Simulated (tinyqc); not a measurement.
# True capacitance, leakage and series resistance from two frequencies

Question. A capacitance C in parallel with G and in series with Rs is measured as Cp and D = Gp/(w Cp) at two frequencies. The series reading Cs = Cp (1 + D^2) equals C + G^2/(w^2 C), and Re Z = D/(w Cp (1 + D^2)) = Rs + G/(G^2 + w^2 C^2). Find C, G and Rs.

f (Hz): [1e5, 1e6]
Cp (pF): [99.7440787, 99.6268265]
D: [0.0852521812, 0.0426692647]

Solution. w^2 Cs = w^2 C + G^2/C is a straight line in w^2 with slope C; the intercept gives G, and the real part then gives Rs.

C = 99.8 pF
G = 5.13 uS
Rs = 55.0 ohm

tinyqc, about 0.01 s, one thread, Intel Xeon 2.30GHz (shared host): `OMP_NUM_THREADS=1 python tinyqc.py 2022186 2022187 out.jsonl`
